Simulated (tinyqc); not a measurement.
# MOS capacitor on an n-type substrate, surface potential from the exact charge relation, step by step

Numbers from tinyqc (`OMP_NUM_THREADS=1 python tinyqc.py 2060079 2060080 out.jsonl`; about 0.01 s on one thread of a shared Intel Xeon 2.30GHz). Printed values are rounded.

Uniform n-type substrate, Boltzmann statistics, full ionisation, classical densities. psi is the surface potential against the body (positive when the bands bend down) and u = -psi/Vt. Traps are spread evenly over the gap and neutral at flat band, so their charge is -q Dit psi; the minority quasi-Fermi level is shifted by Vb.

Values chosen for this exercise; band and dielectric values those of a made-up semiconductor: temperature T = 293 K; band gap Eg = 0.756 eV; relative permittivity eps_r = 16.3; conduction-band density of states at T Nc = 1.86e17 cm^-3; valence-band density of states at T Nv = 8.15e18 cm^-3; electron affinity chi = 5.66 eV; donor density of the substrate N = 2.7e16 cm^-3; relative permittivity of the gate insulator (close to zirconium oxide) eox = 25.2; insulator thickness tox = 16 nm; gate work function phiM = 6.3 eV; fixed charge at the interface, in units of q Nf = 4.1e11 cm^-2; density of interface traps Dit = 0 cm^-2 eV^-1; reverse bias of the inversion layer against the body Vb = 0 V; gate voltage against the body Vg = -1 V.

Constants: q = 1.602176634e-19 C, kB = 1.380649e-23 J/K, Vt = kB T/q, eps0 = 8.8541878128e-14 F/cm where lengths are in cm. Results are converted to the units shown.

Range of the model: At this gate voltage the surface density exceeds 0.3 of the band density of states, so degeneracy and confinement would lower the charge and capacitance.

## Flat band, threshold and scales

ni = sqrt(Nc Nv) exp(-Eg/(2 Vt)), Eg in volts; phiF = Vt ln(N/ni); Cox = eps0 eox/tox; Vfb = phiM - chi - Vt ln(Nc/N) - q Nf/Cox; Q0 = sqrt(2 eps0 eps_r q N Vt); r = (ni/N)^2 exp(-Vb/Vt); VT = Vfb - [(2 phiF + Vb)(1 + q Dit/Cox) + sqrt(2 eps0 eps_r q N (2 phiF + Vb))/Cox].

ni = 3.877086e11 cm^-3
phiF = 0.2815516 V
Cox = 1.394535 uF/cm^2
Vfb = 0.5441673 V
Q0 = 17.75581 nC/cm^2
r = 2.061974e-10
VT = -0.07906495 V

## Starting value

psi = Vg - Vfb (all of the voltage in the semiconductor).

psi at the start = -1.544167 V

## Iteration 1: Newton step for the surface potential

u = -psi/Vt; F^2 = exp(-u) + u - 1 + r (exp(u) - u - 1); Qs = +sign(u) Q0 F; Cs = -dQs/dpsi = (Q0/Vt) |1 - exp(-u) + r (exp(u) - 1)|/(2 F). f = Vfb + psi + (q Dit psi - Qs)/Cox - Vg, f' = 1 + (Cs + q Dit)/Cox, psi(new) = psi - f/f'.

u = 61.15808
F = 2.738106e8
Qs = 4.861730e9 nC/cm^2
Cs = 9.627650e7 uF/cm^2
f = -3.486274e6 V
f' = 6.903845e7
psi after iteration 1 = -1.493670 V

This iterate lies far beyond the solution, so its charge is not a physical one.

## Iteration 2: Newton step for the surface potential

As before.

u = 59.15808
F = 1.007293e8
Qs = 1.788530e9 nC/cm^2
Cs = 3.541815e7 uF/cm^2
f = -1.282528e6 V
f' = 2.539783e7
psi after iteration 2 = -1.443172 V

This iterate lies far beyond the solution, so its charge is not a physical one.

## Iteration 3: Newton step for the surface potential

As before.

u = 57.15808
F = 3.705624e7
Qs = 6.579636e8 nC/cm^2
Cs = 1.302961e7 uF/cm^2
f = -4.718158e5 V
f' = 9.343340e6
psi after iteration 3 = -1.392675 V

This iterate lies far beyond the solution, so its charge is not a physical one.

## Course of the Newton iteration

Stop when the step is below 1e-10 V, or after 60 iterations.

Course of the iteration:
```
iteration	psi before the step (V)	f (V)	step (V)
1	-1.544167	-3.49e6	0.0505
2	-1.493670	-1.28e6	0.0505
3	-1.443172	-4.72e5	0.0505
4	-1.392675	-1.74e5	0.0505
5	-1.342177	-6.39e4	0.0505
6	-1.291680	-2.35e4	0.0505
7	-1.241183	-8640	0.0505
8	-1.190687	-3180	0.0505
9	-1.140196	-1170	0.0505
...	...	...	...
13	-0.9389835	-21.2	0.0490
14	-0.8900037	-7.59	0.0462
15	-0.8437902	-2.60	0.0392
16	-0.8045788	-0.781	0.0252
17	-0.7794175	-0.161	8.37e-3
18	-0.7710447	-0.0120	7.33e-4
19	-0.7703114	-8.23e-5	5.08e-6
20	-0.7703063	-3.91e-9	2.41e-10
21	-0.7703063	0	0
```

Converged in 21 iterations. In 12 iterations the step is within 3 % of 2 Vt = 50.5 mV: there Qs grows as exp(|u|/2), and a Newton step on such an exponential moves psi by 2 Vt whatever the distance left.

## Charges, field and capacitances at the solution

converged psi = -0.7703063 V

u = -psi/Vt; F^2 = exp(-u) + u - 1 + r (exp(u) - u - 1); Qs = +sign(u) Q0 F; Cs = -dQs/dpsi = (Q0/Vt) |1 - exp(-u) + r (exp(u) - 1)|/(2 F). Low frequency: 1/C_LF = 1/Cox + 1/(Cs + q Dit). High frequency, in the simple estimate in which traps and minority carriers do not follow: 1/C_HF = 1/Cox + 1/Cd, Cd being Cs with r = 0 at the same psi. Minority sheet density N_inv = (Q0/(2 q)) int_0^u r (exp(t) - 1)/F(t) dt for u > 0. Oxide field |Qs - q Dit psi + q Nf|/(eps0 eox).

Qs = 1079.176 nC/cm^2
N_inv = 6.173812e12 cm^-2
oxide field = 0.5131036 MV/cm
Cs = 21.20592 uF/cm^2
C_LF/Cox = 0.9382962
C_HF/Cox = 0.04435696

The surface is in strong inversion (borders at |psi| = 0, phiF + Vb and 2 phiF + Vb = 0.563 V). Minority carriers make up 91.7 % of Qs.
